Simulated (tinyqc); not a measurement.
Hueckel theory of the pi electrons, for the molecule [CH2]c1cccc(F)c1 (SMILES; centres numbered as the heavy atoms are written), step by step. One step of it, computed by the program tinyqc.

Problem. Energy, charges, bond orders. E = sum n x; q_r = z_r - P_rr; bond order p = P_rs; free valence = sqrt(3) - sum of p over the bonds of the atom.

x values: 3.197675  2.050664  1.232884  0.936604  0.000000  -1.028857  -1.275362  -2.113606

occupations: 2.000000  2.000000  2.000000  2.000000  1.000000  0.000000  0.000000  0.000000

charge and bond-order matrix P:
```
           1C         2C         3C         4C         5C         6C         7F         8C
1C   1.001519   0.634780   0.004248  -0.112860  -0.005201  -0.110879   0.022485  -0.006410
2C   0.634780   0.999357   0.521921  -0.000953  -0.223739   0.004128  -0.010161   0.523901
3C   0.004248   0.521921   1.011942   0.704076  -0.014340  -0.291054   0.060196  -0.017785
4C  -0.112860  -0.000953   0.704076   0.998555   0.636761   0.005883  -0.012990  -0.293035
5C  -0.005201  -0.223739  -0.014340   0.636761   1.018778   0.625687  -0.095047   0.022716
6C  -0.110879   0.004128  -0.291054   0.005883   0.625687   0.969078   0.165830   0.694983
7F   0.022485  -0.010161   0.060196  -0.012990  -0.095047   0.165830   1.973091  -0.110273
8C  -0.006410   0.523901  -0.017785  -0.293035   0.022716   0.694983  -0.110273   1.027681
```

Centres:
```
centre  z_r, pi electrons of the neutral centre         h
1C                                            1  0.000000
2C                                            1  0.000000
3C                                            1  0.000000
4C                                            1  0.000000
5C                                            1  0.000000
6C                                            1  0.000000
7F                                            2  3.000000
8C                                            1  0.000000
```

Bonds:
```
i  j         k
1  2         1
2  3         1
3  4         1
4  5         1
5  6         1
6  7  0.700000
6  8         1
8  2         1
```

Give: pi energy = 9 alpha + this times beta; pi charges; Bond orders and lengths from R = 1.517 - 0.180 p; free valence of the carbons; gap between the highest filled and the next level.

Solution.

pi energy = 9 alpha + this times beta = 14.8357

pi charges: 1C -0.0015, 2C 0.0006, 3C -0.0119, 4C 0.0014, 5C -0.0188, 6C 0.0309, 7F 0.0269, 8C -0.0277

Bond orders and lengths from R = 1.517 - 0.180 p (angstrom, C-C alone):
```
bond       p       R
1-2   0.6348  1.4027
2-3   0.5219  1.4231
3-4   0.7041  1.3903
4-5   0.6368  1.4024
5-6   0.6257  1.4044
6-7   0.1658       -
6-8   0.6950  1.3919
8-2   0.5239  1.4227
```

free valence of the carbons: 1C 1.0973, 2C 0.0514, 3C 0.5061, 4C 0.3912, 5C 0.4696, 6C 0.2456, 8C 0.5132

gap between the highest filled and the next level = 1.0289 |beta|
